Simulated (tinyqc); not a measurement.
What each parameter does: quasiparticle equation with a plasmon-pole self-energy for two band edges.

For each edge E = e + X + Sc(E), with the correlation part Sc(E) = A[0]/(E - a + w) + A[1]/(E - b - w); a and b are the valence and conduction energies that enter the Green function (a = ev, b = ec in the one-shot scheme). Z = 1/(1 - dSc/dE), dSc/dE = -A[0]/(E - a + w)^2 - A[1]/(E - b - w)^2.

Parameters, chosen for this exercise (scales of the order of those of SiO2; not measured data): ev = 0 eV (mean-field valence top); ec = 5.45 eV (mean-field conduction edge); w = 20.8 eV (pole energy); Av = (66, 38.6) eV^2 (weights of the valence state on the hole and electron poles); Ac = (37.5, 74.1) eV^2 (the same for the conduction state); Xv = -3.26 eV (exchange minus the mean-field potential, valence); Xc = 4.57 eV (the same, conduction).

Exact one-shot edges and Z of the valence state there.

One parameter was then changed.

Results before and after:
```
case     Ev (eV)  Ec (eV)  gap (eV)       Z
base     -1.2808   7.4149    8.6957  0.8169
changed  -1.2766   7.5112    8.7878  0.8172
```

Which of these changes was made? (a) Av = (69.3, 38.6) eV^2; (b) Xv = -3.36 eV; (c) Ac = (37.5, 77.8) eV^2; (d) ec = 5.55 eV; (e) Xc = 4.67 eV; (f) w = 21.84 eV.

Answer: (d) ec = 5.55 eV. Of the candidates, run in turn, only this one gives the changed row.

All candidates:
```
case                    Ev (eV)  Ec (eV)  gap (eV)       Z
base                    -1.2808   7.4149    8.6957  0.8169
w = 21.84 eV            -1.3805   7.5436    8.9241  0.8301
Xv = -3.36 eV           -1.3624   7.4149    8.7774  0.8161
Xc = 4.67 eV            -1.2808   7.4945    8.7753  0.8169
ec = 5.55 eV            -1.2766   7.5112    8.7878  0.8172
Av = (69.3, 38.6) eV^2  -1.1435   7.4149    8.5585  0.8125
Ac = (37.5, 77.8) eV^2  -1.2808   7.2596    8.5404  0.8169
```

Run: tinyqc, `OMP_NUM_THREADS=1 python tinyqc.py 1850862 1850863 out.jsonl`; Intel(R) Xeon(R) Processor @ 2.30GHz, one thread, shared host; about 0.02 s of CPU time with all checks.
